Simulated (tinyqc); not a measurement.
Inside a calculation. Model: Born-Mayer model of an ionic crystal AB. Computed by tinyqc, a small Python program that keeps every step. Command: `OMP_NUM_THREADS=1 python tinyqc.py 3022003 3022004 out.jsonl bornmayer walk`. One thread of a shared host (Intel(R) Xeon(R) Processor @ 2.30GHz), about 0.01 s of CPU time with the checks. Intermediate numbers are printed to about 7 digits and carried at full precision; extremes and crossings named in words are read from the listed rows.

Energies are per ion pair and r is the nearest distance of unlike ions.

Inputs (values chosen for the exercise, for a model salt): ionic charge z = 1; unlike repulsion lambda = 3760 eV; range rho = 0.325 angstrom; like repulsion lambda2 = 225 eV; dispersion C between like ions = 33 eV angstrom^6; pressure P = 20 GPa.

Structure: caesium chloride. Short range: with like-ion terms.

Constants: e^2/(4 pi eps_0) = 14.39964548 eV angstrom; 1 eV/angstrom^3 = 160.2176634 GPa.

## Equilibrium distance at zero pressure

Madelung constant M, unlike neighbours z1, like neighbours z2 at f r, volume per pair: rock salt 1.747565, 6, 12, sqrt2, 2 r^3; caesium chloride 1.762675, 8, 6, 2/sqrt3, 8 r^3/(3 sqrt3); zinc blende 1.638055, 4, 12, sqrt(8/3), 16 r^3/(3 sqrt3). U(r) = -M z^2 e^2/(4 pi eps_0 r) + z1 lambda exp(-r/rho) + z2 [lambda2 exp(-f r/rho) - C/(f r)^6] (one mean like-ion term for both sublattices). Newton steps on g(r) = U'(r), from r = 9 rho: r(new) = r - U'(r)/U''(r), with the move limited to 0.3 angstrom. Where U'' is negative, move 0.3 angstrom downhill. Stop when |U'| is below 1e-9.

Newton steps:
```
step  r (angstrom)  U' (eV/angstrom)  U'' (eV/angstrom^2)
1         2.925000     -8.328855e+00             32.98411
2         3.177511     -2.644711e+00             14.45285
3         3.360500     -6.709786e-01              7.76037
4         3.446962     -9.228681e-02              5.71917
5         3.463099     -2.624231e-03              5.39669
6         3.463585     -2.301172e-06              5.38722
7         3.463585     -1.770403e-12              5.38722
```

equilibrium distance r0 = 3.463585 angstrom

## Terms of the lattice energy

The formulas are those given above.

terms (eV): Coulomb -7.328214, unlike repulsion 0.707817, like repulsion 0.006109, dispersion -0.048383

lattice energy U = -6.662671 eV per pair

The short-range terms together cancel 9.1 % of the Coulomb energy.

## Bulk modulus

B = U''(r0)/(9 c r0), with the volume written as c r^3.

U''(r0) = 5.387216 eV/angstrom^2

bulk modulus B = 17.98450 GPa

## Under pressure

With the volume written as c r^3, under pressure take the root at the minimum of the enthalpy and solve U'(r) + 3 c r^2 P = 0; H = U + P V; B = (U'' - 2 U'/r)/(9 c r).

distance at P = 3.033657 angstrom

volume at P = 42.98405 angstrom^3

enthalpy at P = -0.4228420 eV per pair

bulk modulus at P = 101.7795 GPa

The volume shrinks by 32.81 %, against P/B = 111.21 % in linear elasticity: the crystal stiffens.

## Three structures under pressure

The formulas are those given above.

Enthalpy (eV per pair):
```
P (GPa)  rock salt  caesium chloride  zinc blende
0         -6.79258          -6.66267     -6.59492
2         -5.90214          -5.90085     -5.40739
5         -4.69368          -4.85418     -3.84080
10        -2.87610          -3.26463     -1.53138
20         0.34358          -0.42284      2.48682
40         5.90636           4.53297      9.30955
70        13.10408          10.99896     18.00489
100       19.50929          16.78846     25.65825
```

volumes at zero pressure (angstrom^3): rock salt 75.3960, caesium chloride 63.9714, zinc blende 102.7275

At zero pressure the order is rock salt < caesium chloride < zinc blende. Between 2 and 5 GPa the lowest enthalpy passes from rock salt to caesium chloride. Pressure favours the denser structure, through P V. The Madelung constants, the number of repulsive contacts and the volumes (75.4, 64.0, 102.7 angstrom^3 at P = 0) all matter. Caution: rigid ions with fixed charges leave out polarisation and covalency, so such models often misplace transition pressures.

Checks made by the program: Madelung constant against an Ewald sum (relative difference 1e-07); Newton against bracketing (relative difference below 1e-10).
